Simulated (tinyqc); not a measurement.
Raising U: Hubbard ring of 5 sites, mean field against exact. Computed by the program tinyqc. 

one-body matrix (hopping and site energies) (eV):
```
         1        2        3        4        5
1   0.0000  -0.9900   0.0000   0.0000  -0.9900
2  -0.9900   0.0000  -0.9900   0.0000   0.0000
3   0.0000  -0.9900   0.0000  -0.9900   0.0000
4   0.0000   0.0000  -0.9900   0.0000  -0.9900
5  -0.9900   0.0000   0.0000  -0.9900   0.0000
```

electrons, up and down: 3  2

Collinear unrestricted mean field (the lowest of 40 random starts) against exact diagonalisation.

Exact and mean-field results (eV):
```
U          U/t   E exact  E mean field  mean |n_up - n_down|  double occupancy, exact  first gap in the sector
0.490    0.495  -5.22975      -5.21112                 0.200                    0.222                    0.000
0.990    1.000  -4.70007      -4.62278                 0.220                    0.202                    0.000
1.980    2.000  -3.80162      -3.49686                 0.335                    0.161                    0.000
2.970    3.000  -3.10160      -2.54877                 0.611                    0.123                    0.000
3.960    4.000  -2.57408      -1.94574                 0.787                    0.092                    0.000
5.940    6.000  -1.87890      -1.31040                 0.909                    0.053                    0.000
7.920    8.000  -1.46252      -0.98602                 0.949                    0.033                    0.000
11.880  12.000  -1.00363      -0.65884                 0.978                    0.016                    0.000
19.800  20.000  -0.61173      -0.39575                 0.992                    0.006                    0.000
```

In absolute terms mean field is worst at U/t = 4.0, 0.628 eV too high: at small U it is nearly exact, and at large U it misses only exchange-scale energies. Relative to the exact energy its error is 0.4 % at the smallest U, 35 % at most and 35 % at the largest. The double occupancy falls from 0.222 to 0.006; the lowest level is degenerate at every U, so the first gap stays zero.
